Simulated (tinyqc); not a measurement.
Hexagonal on-chip spiral inductor, lumped pi model: one step of the calculation.

Outer diameter do = di + 2 n wd + 2 (n - 1) sp, mean da = (do + di)/2, fill p = (do - di)/(do + di), length l = 3.464 n da. L = 2.33 mu0 n^2 da/(1 + 3.82 p), mu0 = 4 pi 1e-7 H/m. Rs = rho l/(wd delta (1 - exp(-th/delta))), delta = sqrt(rho/(pi f mu0)). Cs = n wd^2 eps0 eo/hu across the coil. At each end Cox = l wd eps0 eo/(2 ho) leads to the substrate branch Rsi = 2 rs he/(l wd) in parallel with Csi = l wd eps0 11.7/(2 he). With one end grounded Y = 1/(Rs + i w L) + i w Cs + 1/[1/(i w Cox) + 1/(1/Rsi + i w Csi)], w = 2 pi f; Q = -Im Y/Re Y. Eddy currents in neighbouring turns and in the substrate are left out.

Task. Admittance, quality factor and apparent inductance. Series branch 1/(Rs + i w L), substrate branch, total Y, Q = -Im Y/Re Y, apparent inductance Im(1/Y)/w, metal-only value w L/Rs, share of the loss in the substrate Re(substrate branch)/Re Y.

Parameters, values chosen for the exercise:
- f = 1.6 GHz (frequency)

L = 0.27750747 nH
Rs = 0.58217707 ohm
Cs = 7.3995712 fF
Cox = 21.994008 fF
Rsi = 4051.6997 ohm
Csi = 2.5568035 fF

Wanted: series branch; substrate branch; Y; Q; apparent inductance; w L/Rs; share of the loss in the substrate.

Result.

series branch = 71.7-343.5i mS
substrate branch = 0.0990+0.1221i mS
Y = 71.8-343.3i mS
Q = 4.783
apparent inductance = 0.2776 nH
w L/Rs = 4.792
share of the loss in the substrate = 0.1380 %

Q is 99.8 % of the metal-only value.

Computed by the program tinyqc: `OMP_NUM_THREADS=1 python tinyqc.py 2302224 2302225 out.jsonl`, one thread of a shared Intel Xeon 2.30GHz, about 0.01 s for the whole run.
